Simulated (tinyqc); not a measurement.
## Ground and coupling capacitance from two measurements

Question. A line has Cg to the planes and Cc to each of two neighbours. Find Cg, Cc, the load when both neighbours switch in antiphase, and the pulse on the line when it floats and both neighbours swing by Vx.

Values chosen for this exercise:
- Vx = 0.8 V (swing)

capacitance with neighbours driven alike and with neighbours grounded (aF/um): [69, 145]

Solution. Driven alike, Cc carries no charge, which leaves Cg; grounded neighbours give Cg + 2 Cc, antiphase Cg + 4 Cc; a floating line divides the swing as 2 Cc/(Cg + 2 Cc).

Cg = 69.0 aF/um
Cc = 38.0 aF/um
load in antiphase = 221 aF/um
pulse = 0.419 V

Program tinyqc, `OMP_NUM_THREADS=1 python tinyqc.py 2790215 2790216 out.jsonl`; Intel Xeon 2.30GHz, shared host, one thread, about 0.5 s.
